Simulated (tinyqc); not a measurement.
# Gain factor and gap resistance from two string resistances

Inverse problem. At small bit-line voltage each of the 64 cells has the resistance 1/(K x) at overdrive x (no mobility reduction) in series with a gap resistance Rg. Find K, Rg and the share of the gaps at the higher overdrive.

resistance of a string of 64 equal cells at overdrives of 3.7 and 8.7 V (kohm): [1664.9610, 1112.6845]

Solution. The resistance per cell is a straight line in 1/x with slope 1/K and intercept Rg.

K = 18.0 uA/V^2
Rg = 11.0 kohm
share of the gaps = 63.3 %

Computed by the program tinyqc: `OMP_NUM_THREADS=1 python tinyqc.py 2142093 2142094 out.jsonl`, one thread of a shared Intel Xeon 2.30GHz, about 0.4 s for the whole run.
